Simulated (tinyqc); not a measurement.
# Disorder and hopping from G and Sigma

Inverse problem. In a semi-elliptic band with self-consistent Born disorder, Sigma = D G and G = 1/(z - (t^2 + D) G), z = E + i eta. Find D and t.

Inputs (values chosen for the exercise): bare broadening eta = 0.001 eV; energy from the band centre E = -0.286 eV.

G = -0.09529415-0.81057871i 1/eV
Im Sigma = -0.40528935 eV

Answer. D = Im Sigma/Im G, and t^2 + D = (z - 1/G)/G.

D = 0.500 eV^2
t = 1.00 eV

Computed by the program tinyqc: `OMP_NUM_THREADS=1 python tinyqc.py 2720116 2720117 out.jsonl`, one thread of a shared Intel Xeon 2.30GHz, about 0.01 s for the whole run.
